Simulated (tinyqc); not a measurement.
Convergence with the basis: effective-mass impurity with a central-cell term, in a basis of Slater functions. Computed by tinyqc, a small Python program. Command: `OMP_NUM_THREADS=1 python tinyqc.py 3015524 3015525 out.jsonl centralcell walk`. One thread of a shared host (Intel(R) Xeon(R) Processor @ 2.30GHz), about 0.01 s of CPU time with the checks.

The envelope obeys H = -nabla^2 - (2/r) [Z + A exp(-kappa r)] in effective units, with kappa = a*/lambda; positive A deepens the well near the core.

Inputs (values chosen for the exercise, with mass and screening modelled on GaN): effective mass m = 0.207 m_0; dielectric constant eps = 9.18; charge Z of the core = 1; central-cell strength A = -1.6; central-cell range lambda = 2.3 angstrom; smallest exponent zeta_1 = 0.44 1/a*; ratio beta of exponents = 2.3.

Impurity: donor, one isotropic band.

Constants: Ry = 13.605693123 eV; a_0 = 0.529177210903 angstrom.

Method:
- Units: Ry* = Ry m/eps^2 and a* = a_0 eps/m, with m in m_0.
- kappa = a*/lambda; the hydrogenic ground state is bound by Z^2 Ry*.
- For s functions exp(-zeta r), with s = zeta_i + zeta_j: S = 2/s^3, T = zeta_i zeta_j S, V = -2 Z/s^2, W = -2 A/(s + kappa)^2; each function is normalised by dividing by sqrt(S_ii S_jj).
- Large basis: zeta_i = 0.06 x 1.6^(i-1), i = 1..22, same formulas; for p functions r exp(-zeta r): S = 24/s^5, T = zeta_i zeta_j S (centrifugal term included), V = -12 Z/s^4, W = -12 A/(s + kappa)^4; overlap eigenvalues below 1e-11 are dropped.
- Binding energies are -E Ry*; the effective quantum number is nu = Z/sqrt(-E); |psi(0)|^2 is given relative to the hydrogenic Z^3/(pi a*^3).
- zeta_i = zeta_1 beta^(i-1), i = 1..n.
- The error is the lowest level above the large-basis value.

kappa = 10.2034 1/a*

Ry* = 33.4199 meV

1s binding energy = 31.1134 meV

Error of the 1s level:
```
n  error (meV)  largest exponent (1/a*)
1   8.4706e+00               4.4000e-01
2   4.3190e-01               1.0120e+00
3   3.6937e-02               2.3276e+00
4   1.7072e-02               5.3535e+00
5   1.1414e-02               1.2313e+01
6   1.0499e-02               2.8320e+01
7   1.0222e-02               6.5136e+01
8   1.0126e-02               1.4981e+02
```

What follows from these numbers?

The error falls from 8.47 to 0.0101 meV. The last function changes it by less than 5 %: it has levelled off, and what remains is set by beta and zeta_1, not by the range of exponents.

Extremes, crossings and ranges named in words are read from the listed rows.
